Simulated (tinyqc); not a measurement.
Shortcuts against the integral: sheet resistance and Hall data of a diffused or implanted layer. Computed by tinyqc, a small Python program. Command: `OMP_NUM_THREADS=1 python tinyqc.py 3023082 3023083 out.jsonl layer walk`. One thread of a shared host (Intel(R) Xeon(R) Processor @ 2.30GHz), about 0.03 s of CPU time with the checks.

Carriers are taken equal to the net active doping down to the junction (full ionisation, which deep dopants in wide-gap hosts do not reach; no spill-over, no depletion), and the Hall factor is 1.

Inputs (values chosen for the exercise, modelled on nitrogen in 4H-SiC):
```
quantity                                 value        unit
mu_min                                    40.3  cm^2/(V s)
mu_max                                     974  cm^2/(V s)
N_ref                                    2e+17      1/cm^3
exponent alpha                            0.63           -
peak concentration N_0                 4.4e+20      1/cm^3
length scale l                             430          nm
background doping N_B (opposite type)  1.7e+17      1/cm^3
projected range R_p                        870          nm
solubility limit N_s                   7.9e+19      1/cm^3
```

Profile: buried Gaussian (implant). Activation: limited by solubility.

Constants: e = 1.602176634e-19 C.

Method:
- N(x) = N_0 exp(-(x - R_p)^2/(2 l^2)) for x > 0, dose N_0 l sqrt(pi/2) erfc(-R_p/(l sqrt 2)), junction x_j = R_p + l sqrt(2 ln(N_0/N_B)); the layer starts at x_0 = max(0, 2 R_p - x_j).
- Mobility mu = mu_min + (mu_max - mu_min)/(1 + (N_t/N_ref)^alpha), N_t = active doping + N_B; carriers n = active doping - N_B, active doping min(N, N_s).
- Integrals from x_0 (0 unless stated) to x_j by the midpoint rule on 400 even intervals: 1/R_s = e int n mu dx; sheet density n_s = int n dx; Hall sheet density (int n mu dx)^2/int n mu^2 dx; Hall mobility int n mu^2 dx/int n mu dx.
- Mean conductivity 1/(R_s x_j); mean mobility 1/(e n_s R_s).
- Shortcuts: R_s = 1/(e Q mu) with the dose Q and the mobility at the (active) peak concentration; 1/(e n_s mu) with mu at N_t = n_s/x_j + N_B; 1/(e Q mu_max).

sheet resistance R_s = 6.76209 ohm

dose = 4.64047e+16 1/cm^2

sheet density n_s = 1.45527e+16 1/cm^2

junction depth x_j = 2574.75 nm

Sheet resistances:
```
method                                   R_s (ohm)  deviation (%)
integral                                    6.7621          0.000
dose, mobility at the peak                  2.1913        -67.594
n_s, mobility at the mean concentration     6.4808         -4.159
dose, mu_max                                0.1381        -97.958
```

The closest shortcut is «n_s, mobility at the mean concentration» (-4.2 %). Counting inactive dopants as carriers underestimates R_s.

Extremes, crossings and ranges named in words are read from the listed rows.
